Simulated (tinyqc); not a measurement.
Stretching all distances: RHF, UHF, MP2, CISD and CCSD against full CI in the 6-31g basis, for H3+, spin multiplicity 1. Computed by the program tinyqc with PySCF. All coordinates are multiplied by the scale. c0^2 is the weight of the RHF determinant in the lowest singlet FCI state (UHF is spin-contaminated and may lie near states of higher spin) and n(LUMO) the first natural occupation beyond the occupied space.

Geometry (angstrom):

| atom | x | y | z |
|---|---|---|---|
| H | 0.0000 | 0.0000 | 0.0000 |
| H | 0.0000 | 0.0000 | 0.8220 |
| H | 0.0000 | 0.0000 | -0.8220 |

Full CI energy (hartree) and errors against it (kcal/mol):

| scale | distance 1-2 (angstrom) | E(FCI) | RHF | UHF | MP2 | CISD | CCSD | <S^2> UHF | c0^2 | n(LUMO) |
|---|---|---|---|---|---|---|---|---|---|---|
| 0.970 | 0.797 | -1.25403 | 21.162 | 21.162 | 6.380 | 0.000 | 0.000 | 0.000 | 0.975 | 0.042 |
| 1.270 | 1.044 | -1.22726 | 23.726 | 23.722 | 7.465 | 0.000 | 0.000 | 0.012 | 0.959 | 0.068 |
| 1.560 | 1.282 | -1.18093 | 27.283 | 21.915 | 8.996 | 0.000 | 0.000 | 0.430 | 0.934 | 0.104 |
| 1.860 | 1.529 | -1.13626 | 32.746 | 16.904 | 11.154 | 0.000 | 0.000 | 0.670 | 0.897 | 0.155 |
| 2.160 | 1.776 | -1.09972 | 39.759 | 12.570 | 13.461 | 0.000 | 0.000 | 0.805 | 0.849 | 0.215 |
| 2.450 | 2.014 | -1.07200 | 47.537 | 9.727 | 15.229 | 0.000 | 0.000 | 0.881 | 0.798 | 0.273 |
| 2.750 | 2.260 | -1.05017 | 56.037 | 7.843 | 15.842 | 0.000 | 0.000 | 0.929 | 0.749 | 0.328 |

What does the comparison show, and why?

UHF parts from RHF first at scale 1.27 of those listed, where <S^2> leaves zero. The weight c0^2 goes from 0.97 to 0.75 and n(LUMO) from 0.04 to 0.33: static correlation grows as the bonds break into open-shell fragments. The spread of the error along the curve, which distorts its shape, is CISD 0.0, CCSD 0.0, MP2 9.5, UHF 15.9, RHF 34.9 kcal/mol. With two electrons CISD and CCSD are exact.
